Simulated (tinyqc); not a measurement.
## Activation energy from two powers

Question. P(T) = Pd + Pl (T/300 K)^2 exp[(q Ea/kB)(1/(300 K) - 1/T)]. Find Ea and Pl.

Inputs (values chosen for the exercise):
```
symbol,value,unit,meaning
Pd,5.1,W,temperature-independent switching power
```

Constants: q = 1.602176634e-19 C, kB = 1.380649e-23 J/K. Results are converted to the units shown.

P at T = 340 and 380 K (W): [5.64637144, 7.97222517]

Answer. Subtract Pd; the ratio of the leakage powers, divided by the T^2 factors, is an Arrhenius factor.

Ea = 0.400 eV
Pl = 0.0689 W

Program tinyqc, `OMP_NUM_THREADS=1 python tinyqc.py 2520062 2520063 out.jsonl`; Intel Xeon 2.30GHz, shared host, one thread, about 0.01 s.
